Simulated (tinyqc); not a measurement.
# Worked calculation: surface potential of a MOS transistor: implicit equation and explicit approximations

Program tinyqc, `OMP_NUM_THREADS=1 python tinyqc.py 2122135 2122136 out.jsonl`; Intel Xeon 2.30GHz, shared host, one thread, about 0.01 s. Printed values are rounded.

p-type body, charge-sheet picture, depletion and inversion only, full ionisation (an idealisation for deep acceptors), Boltzmann statistics (rough once Na exp(x - xn) passes about Nc/7). In units of Vt: xg = (Vg - Vfb)/Vt, x = psi/Vt, G = gamma/sqrt(Vt), xn = (2 phiF + Vc)/Vt. The implicit equation is (xg - x)^2 = G^2 [x - 1 + exp(x - xn)] for x above about 3. Cox = eps0 eox/tox.

Values chosen for this exercise; band and dielectric values close to those of germanium:
- T = 300 K (temperature)
- Eg = 0.672 eV (band gap)
- eps_r = 16.1 (relative permittivity)
- Nc = 1.06e19 cm^-3 (conduction-band density of states at T)
- Nv = 6.03e18 cm^-3 (valence-band density of states at T)
- eox = 3.9 (relative permittivity of the gate insulator (close to silicon dioxide))
- tox = 10 nm (insulator thickness)
- Na = 2.8e16 cm^-3 (acceptor density)
- Vfb = -0.35 V (flat-band voltage)
- Vc = 0 V (channel-body voltage)
- Vg = 0.91 V (gate-body voltage)

Constants: q = 1.602176634e-19 C, kB = 1.380649e-23 J/K, Vt = kB T/q, eps0 = 8.8541878128e-14 F/cm where lengths are in cm. Results are converted to the units shown.

Range of the model: The electron quasi-Fermi level lies less than 2 Vt below the band edge at the surface, or above it, where degeneracy and confinement, left out, matter.

## Scales

ni = sqrt(Nc Nv) exp(-Eg/(2 Vt)), Eg in volts; phiF = Vt ln(Na/ni); gamma = sqrt(2 q eps0 eps_r Na)/Cox; VT = Vfb + Vt (xn + G sqrt(xn - 1)).

phiF = 0.189824 V
gamma = 0.327509 V^0.5
G = 2.03693
xn = 14.6854
VT = 0.224452 V
xg = 48.7390

## Explicit approximation

Depletion value a = 1 + [sqrt(G^2/4 + xg - 1) - G/2]^2; inversion value b = xn + ln[(xg - xn)^2/G^2 - xn + 1] and first guess y = min(a, b) - ln(1 + exp(-|a - b|)) if a > xn + 1, else b = y = a; one second-order correction with D = exp(y - xn), p = 2 (xg - y) + G^2 (1 + D), w = (xg - y)^2 - G^2 (y - 1 + D): z = y + 2 w/(p + sqrt(p^2 - 2 (2 - G^2 D) w)), or the Newton step z = y + w/p where the root is not real.

a = 36.5876
b = 20.2682
y = 20.2682
p = 1163.95
w = -372.223
z = 19.8755

The root of the implicit equation is x = 19.8879; y misses it by 0.38 and z by -0.012, in units of Vt.

## Starting value

x = y rounded to two decimals.

x at the start = 20.27

## Iteration 1: new x

D = exp(x - xn), f = (xg - x)^2 - G^2 (x - 1 + D), f' = -2 (xg - x) - G^2 (1 + D), x(new) = x - f/f'.

D = 266.289
f = -374.325
f' = -1165.94
x after iteration 1 = 19.9490

## Iteration 2: new x

As before.

D = 193.163
f = -51.2030
f' = -863.177
x after iteration 2 = 19.8896

## Course of the iteration

Stop when the step is below 1e-11, or after 60 iterations.

Course of the iteration:
```
iteration	x before the step	step
1	20.27	-0.321
2	19.9490	-0.0593
3	19.8896	-1.69e-3
4	19.8879	-1.31e-6
5	19.8879	-7.96e-13
```

Converged in 5 iterations.

## Potential, charges and gate control

converged x = 19.8879

psi = Vt x; N_dep = Cox Vt G sqrt(x - 1)/q; N_inv = (Cox Vt G/q) [sqrt(x - 1 + exp(x - xn)) - sqrt(x - 1)]; dpsi/dVg = 1/[1 + G^2 (1 + exp(x - xn))/(2 (xg - x))].

psi = 0.514143 V
N_dep = 4.93248e11 cm^-2
N_inv = 1.1143e12 cm^-2
dpsi/dVg = 0.0707250

psi lies 5.2 Vt above 2 phiF + Vc.
